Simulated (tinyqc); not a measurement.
Worked calculation: Tamm state at the end of a one-band chain. Values are carried at full precision from step to step, so a last printed digit may differ when a step is redone from the rounded ones.

A half-infinite chain with site energy 0 and hopping -t, band E = -2t cos(ka); the end site has energy D. The surface Green function of the unperturbed half chain is g = (E -/+ sqrt(E^2 - 4t^2))/(2t^2), the root with |t g| <= 1 and Im g <= 0, and with the shift G = g/(1 - D g).

Values chosen for the exercise: t = 2.45 eV (hopping); D = 3.28 eV (shift of the end site); a = 2.8 angstrom (spacing); N = 6 (sites); E = -0.24 eV (energy in the band).

## The bound state

Amplitudes z^n solve the chain for E = -t (z + 1/z); the end site demands z = -t/D, bound if |z| < 1. Then E = D + t^2/D, weight on the end site 1 - z^2, decay length -a/ln|z|.

z = -0.7470
E = 5.1100 eV
weight on the end site = 0.4421
decay length of the amplitude = 9.597 angstrom

The state lies 0.2100 eV above the band, and its amplitude alternates in sign from site to site.

## A finite chain

Write H for N sites.

H (eV):
```
        1       2       3       4       5       6
1   3.280  -2.450       0       0       0       0
2  -2.450       0  -2.450       0       0       0
3       0  -2.450       0  -2.450       0       0
4       0       0  -2.450       0  -2.450       0
5       0       0       0  -2.450       0  -2.450
6       0       0       0       0  -2.450       0
```

## Levels of the finite chain

Diagonalise; give the weight of each level on site 1.

levels (eV): -4.3260  -2.7356  -0.4931  1.8875  3.8596  5.0876

weights on site 1: 0.0133  0.0501  0.1015  0.1541  0.1877  0.4933

The split-off level differs from the half-infinite value by -22.473 meV, the pull of the far end.

## Local density of states in the band

Form g and G at E; the surface density is -Im G/pi, the bulk density 1/(pi sqrt(4t^2 - E^2)).

g = -0.0200-0.4077i 1/eV
G = -0.1938-0.1394i 1/eV

densities (1/eV): clean end 0.1298, shifted end 0.0444, bulk 0.0650

## Checks

- Pole of G, 1 - D g(E) = 0, at the bound level: both 1.00000.

Program tinyqc; command `OMP_NUM_THREADS=1 python tinyqc.py 1452497 1452498 out.jsonl`; about 0.01 s on one thread of a shared Intel(R) Xeon(R) Processor @ 2.30GHz.
